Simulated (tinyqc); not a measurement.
Metal-interlayer-semiconductor contact, depinning against tunnelling resistance: two steps of the calculation.

Zero bias, n-type semiconductor. Gap states at the semiconductor surface thin out as exp(-be ti), which unpins the barrier; electrons must then cross the interlayer (a rectangular barrier, no voltage drop across it) and the parabolic depleted layer, both by WKB. Energies E are counted from the Fermi level; no image force, parabolic bands.

Inputs (values chosen for the exercise); semiconductor values close to those of germanium; interlayer mass of the order of that in hafnium oxide, offset chosen freely:
- T = 300 K (temperature)
- Eg = 0.653 eV (band gap)
- eps_r = 15.9 (relative permittivity)
- chi = 4.07 eV (electron affinity)
- Nc = 1.04e19 cm^-3 (conduction-band density of states at T)
- mt = 0.118 m0 (tunnelling mass in the semiconductor)
- mA = 1.14 m0 (Richardson mass)
- Nd = 1e20 cm^-3 (donor density)
- E0 = 0.088 eV (charge-neutrality level above the valence band)
- S0 = 0.049 (pinning factor without interlayer)
- phiM = 3.96 eV (metal work function)
- ti = 0.7 nm (interlayer thickness)
- dE = 1.53 eV (conduction-band offset of the interlayer above the semiconductor)
- mi = 0.2 m0 (tunnelling mass in the interlayer)
- be = 2.6 1/nm (decay constant of gap states through the interlayer)

Constants: q = 1.602176634e-19 C, kB = 1.380649e-23 J/K, eps0 = 8.8541878128e-12 F/m, hbar = 1.054571817e-34 J s, h = 6.62607015e-34 J s, m0 = 9.1093837015e-31 kg, Vt = kB T/q, hbar^2/(2 m0) = 0.0380998212 eV nm^2. Results are converted to the units shown.

Task 1. Pinning, barrier and scales. S = 1/(1 + (1/S0 - 1) exp(-be ti)); phiB = S (phiM - chi) + (1 - S)(Eg - E0); xi = Ec - EF deep inside, from Nd = Nc F(-xi/Vt), F(x) = (2/sqrt(pi)) int_0^infinity sqrt(u) du/(1 + exp(u - x)); band bending U = phiB - xi; E00 = (hbar/2) sqrt(Nd/(eps0 eps_r mt m0)) in volts; A = 4 pi q mA m0 kB^2/h^3.

Find: S; phiB; xi; U; E00; A.

Result 1.

S = 0.2413
phiB = 0.4021 eV
xi = -0.1372 eV
U = 0.5393 eV
E00 = 0.1355 eV
A = 137.0 A/(cm^2 K^2)

Task 2. Exponents and integrand on an energy grid. With U = phiB - xi: for xi < E < phiB, y = (E - xi)/U and G1 = (U/E00) [sqrt(1 - y) - y ln((1 + sqrt(1 - y))/sqrt(y))], G1 = 0 above phiB; G2 = 2 ti sqrt(mi max(phiB + dE - E, 0)/C), C = hbar^2/(2 m0); f = 1/(1 + exp(E/Vt)); integrand exp(-G1 - G2) f.

| point | E (eV) |
|---|---|
| 0 | -0.13 |
| 1 | -0.09167 |
| 2 | -0.05333 |
| 3 | -0.015 |
| 4 | 0.02333 |
| 5 | 0.06167 |
| 6 | 0.1 |
| 7 | 0.13833 |
| 8 | 0.17667 |
| 9 | 0.215 |
| 10 | 0.25333 |
| 11 | 0.29167 |
| 12 | 0.33 |

phiB = 0.40213835 eV
xi = -0.13719102 eV
E00 = 0.13554632 eV

Wanted: G1; G2; f; integrand.

Result 2.

| point | G1 | G2 | f | integrand (1e-4) |
|---|---|---|---|---|
| 0 | 3.801 | 4.606 | 0.9935 | 2.218 |
| 1 | 3.167 | 4.563 | 0.9720 | 4.272 |
| 2 | 2.678 | 4.520 | 0.8872 | 6.642 |
| 3 | 2.261 | 4.476 | 0.6411 | 7.604 |
| 4 | 1.896 | 4.432 | 0.2885 | 5.153 |
| 5 | 1.572 | 4.387 | 0.08428 | 2.178 |
| 6 | 1.282 | 4.342 | 0.02047 | 0.739 |
| 7 | 1.022 | 4.296 | 0.004722 | 0.231 |
| 8 | 0.791 | 4.250 | 0.001075 | 0.070 |
| 9 | 0.587 | 4.203 | 2.444e-4 | 0.020 |
| 10 | 0.409 | 4.156 | 5.549e-5 | 0.006 |
| 11 | 0.257 | 4.108 | 1.259e-5 | 0.002 |
| 12 | 0.133 | 4.060 | 2.859e-6 | 0.000 |

Range of the model: The depletion charge would drop about 0.19 V across such an interlayer (eps_r near 20) at ti = 0.7 nm and Nd = 1e20 cm^-3, against a band bending of 0.54 V; this model leaves that drop out.

Numbers from tinyqc (`OMP_NUM_THREADS=1 python tinyqc.py 2270081 2270082 out.jsonl`; about 0.02 s on one thread of a shared Intel Xeon 2.30GHz).
